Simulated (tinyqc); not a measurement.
Changing the heater half-width b: the 3-omega method: a line heater on a substrate with a thin film. Computed by tinyqc, a small Python program. Command: `OMP_NUM_THREADS=1 python tinyqc.py 3019438 3019439 out.jsonl threeomega sweep`. One thread of a shared host (Intel(R) Xeon(R) Processor @ 2.30GHz), about 0.01 s of CPU time with the checks.

A current at angular frequency omega = 2 pi f heats the line at 2 omega with the amplitude P per length; the temperature swing Delta T at 2 omega gives a voltage at 3 omega. The substrate is taken as semi-infinite and isotropic, and the heat capacity of heater and film is left out.

Inputs (values chosen for the exercise, modelled on polycrystalline aluminium nitride on gallium nitride):
```
quantity                                    value           unit
substrate conductivity kappa                  188        W/(m K)
substrate heat capacity C                    2.96  1e6 J/(m^3 K)
power amplitude per length P                  7.2            W/m
current frequency f                           280             Hz
film thickness t                              550             nm
film conductivity kappa_f                      29        W/(m K)
interface resistance R_i                       12       m^2 K/GW
substrate thickness d_s                       300     micrometre
temperature coefficient of resistance beta    1.8         1e-3/K
voltage amplitude V_1                        0.65              V
```

Method:
- D = kappa/C; q = sqrt(2 i omega/D); penetration depth 1/|q| = sqrt(D/(2 omega)).
- Delta T_s = (P/(pi kappa)) int_0^infinity (sin x/x)^2 / sqrt(x^2 + (q b)^2) dx with (q b)^2 = i |q b|^2, averaged over the heater width (12 Gauss-Legendre points on each of the pieces 0, 14 log-spaced edges from 1e-5 to 1, and multiples of pi to 40 pi; the tail adds 1/(4 (40 pi)^2)).
- For |q| b much below 1: Delta T_s = (P/(pi kappa)) [-ln(|q| b) + eta - i pi/4], eta = 3/2 - C_E = 0.92278, with Euler's C_E = 0.5772157.
- One-dimensional flow across the film: Delta T_f = P (t/kappa_f + R_i)/(2 b); total in-phase swing Delta T = Delta T_s + Delta T_f; third-harmonic amplitude V_3 = V_1 beta |Delta T|/2 with the out-of-phase part included; the apparent film conductivity is t/(t/kappa_f + R_i).
- Take the in-phase swing at f and at 2f; in the narrow-line limit kappa = P ln 2/(2 pi [Delta T(f) - Delta T(2f)]), whatever the film and the heater width.

One run for each value; columns: (1) heater half-width b (micrometre); (2) error of the slope method (%); (3) in-phase Delta T_s (K); (4) Delta T_f (K); (5) film share of the in-phase swing; (6) |q| b:
```
(1)           (2)       (3)      (4)      (5)      (6)
0.50   5.2308e-04  0.079439  0.22295  0.73730  0.00372
0.94   1.8487e-03  0.071743  0.11859  0.62307  0.00700
1.80   6.7774e-03  0.063824  0.06193  0.49247  0.01340
3.40   2.4167e-02  0.056071  0.03279  0.36898  0.02531
12.00  2.9922e-01  0.040709  0.00929  0.18580  0.08932
22.00  9.9515e-01  0.033350  0.00507  0.13190  0.16375
42.00  3.5361e+00  0.025576  0.00265  0.09402  0.31261
80.00  1.2215e+01  0.018089  0.00139  0.07152  0.59544
```

Give the missing row, heater half-width b (micrometre) = 6.30.

Computed row; columns: (1) heater half-width b (micrometre); (2) error of the slope method (%); (3) in-phase Delta T_s (K); (4) Delta T_f (K); (5) film share of the in-phase swing; (6) |q| b:
```
(1)          (2)       (3)      (4)      (5)      (6)
6.30  8.2845e-02  0.048555  0.01769  0.26709  0.04689
```

Interpolating between the two neighbouring rows (the first column on a logarithmic scale, the others too where they are positive) misses most in in-phase Delta T_s (K), by 1.3 %. Over the rows, error of the slope method (%) rises from 5.23e-4 to 12.2 (exponent d ln y / d ln x about 2.0 throughout); in-phase Delta T_s (K) falls from 0.0794 to 0.0181 (exponent d ln y / d ln x -0.16 between the first rows and -0.54 between the last); Delta T_f (K) falls from 0.223 to 0.00139 (exponent d ln y / d ln x about -1.00 throughout). The exponent of Delta T_f stays at -1: the flux is P/(2b). Narrow heaters keep the slope method exact and raise the film signal as 1/b, while the substrate signal changes only as ln b as long as |q| b is well below 1.

Caution (all rows): the penetration depth exceeds a fifth of the substrate thickness, so the back face is felt and the semi-infinite formula fails. Caution (rows 0.500, 0.940): the film is not thin against the heater width, so heat spreads sideways in it and the one-dimensional step fails. Caution (all rows): the film does not conduct much worse than the substrate, so heat spreads in it and the one-dimensional step is only approximate, and wrong once kappa_f nears or exceeds kappa.
